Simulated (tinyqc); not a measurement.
Luttinger-Kohn k.p, four valence bands, step by step. One step of it, computed by the program tinyqc.

Task: Levels at k. Diagonalise the Hermitian matrix.

H(k) at k (eV), order 3/2, 1/2, -1/2, -3/2:
$$\begin{pmatrix}
0.045775 & 0.004144+0.033149i & 0.013408-0.004250i & 0.000000 \\
0.004144-0.033149i & 0.059704 & 0.000000 & 0.013408-0.004250i \\
0.013408+0.004250i & 0.000000 & 0.059704 & -0.004144-0.033149i \\
0.000000 & 0.013408+0.004250i & -0.004144+0.033149i & 0.045775
\end{pmatrix}$$

Give: eigenvalues.

Result:

eigenvalues (eV): [0.016, 0.016, 0.090, 0.090]
